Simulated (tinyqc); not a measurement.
Three-phonon processes in a diatomic chain: dispersion, energy and momentum conservation, and decay channels of optical phonons: one step, computed by the program tinyqc.

Cell length a, two atoms, one spring constant. x = q a/pi runs from -1 to 1; A and O are the acoustic and optical branches. Matrix elements are not computed: only conservation laws and occupation factors are followed.

Problem. Band edges. omega^2 = k (1/m + 1/M) -/+ k sqrt((1/m + 1/M)^2 - 4 sin^2(pi x/2)/(m M)); nu = 15.6333042 THz x sqrt(omega^2) for eV/(angstrom^2 u). Acoustic top sqrt(2 k/M), optical bottom sqrt(2 k/m), optical top sqrt(2 k (1/m + 1/M)).

Inputs (values chosen for the exercise, for a model chain): light mass m = 69.7 u; heavy mass M = 211 u; spring constant k = 12 eV/angstrom^2.

Constants: nu for 1 eV/(angstrom^2 u) = 15.6333042 THz.

Give: acoustic top; optical bottom; optical top; optical top over twice the acoustic top; optical bottom over twice the acoustic top; optical width over acoustic top.

Solution.

acoustic top = 5.272 THz

optical bottom = 9.174 THz

optical top = 10.58 THz

optical top over twice the acoustic top = 1.003

optical bottom over twice the acoustic top = 0.8700

optical width over acoustic top = 0.2669

The zone-centre optical phonon lies above twice the acoustic top (M/m > 3), so its decay into two acoustic phonons is forbidden.
